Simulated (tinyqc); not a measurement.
# Round nanowire with a gate all round, subbands and threshold shift from confinement: confinement against the diameter

Undoped body with a flat potential across it, hard walls, transport along x. Three valley pairs (g = 2 each) with the longitudinal mass along x, y or z. Non-parabolicity enters the subband edges through E (1 + al E) = gamma, so E = 2 gamma/(1 + sqrt(1 + 4 al gamma)); motion within a subband is taken as parabolic with the band-edge mass. Energies are counted from the bulk band edge.

gamma = C (2 z/(t + dl))^2 (1/my + 1/mz)/2, z the zeros of the Bessel functions J_l (2.404826, 3.831706, 5.135622, 5.520078, ...), twofold for l > 0; the mean inverse mass is an approximation for anisotropic valleys, C = hbar^2/(2 m0). Each subband has N_k = g sqrt(2 mx m0 kB T/(pi hbar^2)); without degeneracy n = exp(EF/Vt) sum N_k exp(-E_k/Vt). Classical value Nc times pi t^2/4, Nc = sum over valleys of 2 g (m m0 kB T/(2 pi hbar^2))^1.5 with m = (mx my mz)^(1/3). Threshold shift dVT = Vt ln(classical value/sum N_k exp(-E_k/Vt)). With degeneracy n = sum N_k F((EF - E_k)/Vt), F(x) = (1/sqrt(pi)) int_0^infinity u^(-1/2) du/(1 + exp(u - x)); gate: Vg = EF + q n/(Cg P), P = pi t, summed over the 60 lowest subbands at most, with Vg counted from the value that would put EF at the bulk band edge of an empty body. The last two columns are for Vg = 0.7 V; sensitivity d(dVT)/dt by central differences between 0.99 and 1.01 times the value.

Parameters, values chosen for the exercise; masses close to those of silicon: temperature T = 300 K; longitudinal mass ml = 0.907 m0; transverse mass mt = 0.187 m0; non-parabolicity al = 0.5 1/eV; widening of the box by penetration into the insulator dl = 0.2 nm; gate capacitance per area of interface Cg = 2.4 uF/cm^2.

Constants: q = 1.602176634e-19 C, kB = 1.380649e-23 J/K, hbar = 1.054571817e-34 J s, m0 = 9.1093837015e-31 kg, Vt = kB T/q, hbar^2/(2 m0) = 0.0380998212 eV nm^2. Results are converted to the units shown.

Results:

| t (nm) | E_1 (meV) | gap to the next edge (meV) | dVT (mV) | sensitivity (mV/nm) | n/P (cm^-2) | share of the lowest subband (%) |
|---|---|---|---|---|---|---|
| 2 | 474.6 | 242.2 | 416.3 | -336.2 | 3.763e12 | 49.99 |
| 2.7 | 294.6 | 161.7 | 251.7 | -161.1 | 6.042e12 | 49.82 |
| 3.6 | 180.5 | 105.1 | 152.1 | -74.28 | 7.420e12 | 47.74 |
| 4.7 | 112.1 | 67.98 | 95.86 | -34.51 | 8.253e12 | 40.20 |
| 6.3 | 65.15 | 40.79 | 59.69 | -14.48 | 8.903e12 | 29.17 |
| 8.4 | 37.72 | 24.09 | 39.64 | -6.205 | 9.359e12 | 19.97 |
| 11 | 22.41 | 14.48 | 28.53 | -2.933 | 9.687e12 | 13.38 |
| 20 | 6.942 | 4.543 | 15.86 | -0.6780 | 1.021e13 | 4.906 |

Estimate the missing row, t = 15 nm.

Computed row:

| t (nm) | E_1 (meV) | gap to the next edge (meV) | dVT (mV) | sensitivity (mV/nm) | n/P (cm^-2) | share of the lowest subband (%) |
|---|---|---|---|---|---|---|
| 15 | 12.23 | 7.968 | 20.62 | -1.336 | 9.986e12 | 8.080 |

With this row back in the table: As t grows from 2 to 20 nm, E_1 falls from 475 to 6.94 meV and dVT falls from 416 to 15.9 mV. E_1 goes as t^(-1.59) at the thin end (-2 for a parabolic band without penetration); a thickness error of 0.2 nm moves the threshold by 67 mV in the first row and 0.14 mV in the last. The charge per interface area rises from 3.76e12 to 1.02e13 cm^-2. For t = 2, 2.7 the body is too thin for bulk effective masses to be reliable. For t = 3.6, 4.7, 6.3, 8.4, 11, 15, 20 the charge in the last two columns would bend the potential across the body noticeably, which is left out.

Range of the model: For the strongly anisotropic y and z valleys the mean inverse mass serves only for l = 0; pairs with l > 0 really split widely.

Program tinyqc, `OMP_NUM_THREADS=1 python tinyqc.py 2350056 2350057 out.jsonl`; Intel Xeon 2.30GHz, shared host, one thread, about 0.2 s.
